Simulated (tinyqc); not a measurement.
Composition and strain of an epitaxial Si(1-x)Ge(x) layer from Raman and X-ray peaks: one step, computed by the program tinyqc. Command: `OMP_NUM_THREADS=1 python tinyqc.py 3026061 3026062 out.jsonl epiraman walk`. One thread of a shared host (Intel(R) Xeon(R) Processor @ 2.30GHz), about 0.01 s of CPU time with the checks.

A (001) layer, biaxially strained in the plane. The Raman peaks follow empirical lines omega = w0 + c1 x + c3 x^3 + b eps (c3 for Si-Ge alone), with eps the in-plane strain.

Question. X-ray (004) reflection. Bragg angle theta = arcsin(2 lambda/a) for (004), for the substrate with a_sub and the layer with a_perp; separation in arc seconds.

Inputs (values chosen for the exercise, modelled on silicon-germanium): X-ray wavelength = 1.540598 angstrom.

Substrate: silicon.

substrate constant a_sub = 5.431 angstrom

a_perp = 5.763068 angstrom

Give: theta of the substrate; theta of the layer; separation, layer less substrate.

Answer.

theta of the substrate = 34.565 degree

theta of the layer = 32.320 degree

separation, layer less substrate = -8081.1 arcsec

Caution: strains above 2 % survive only in layers a few nanometres thick, and the linear relations lose accuracy.
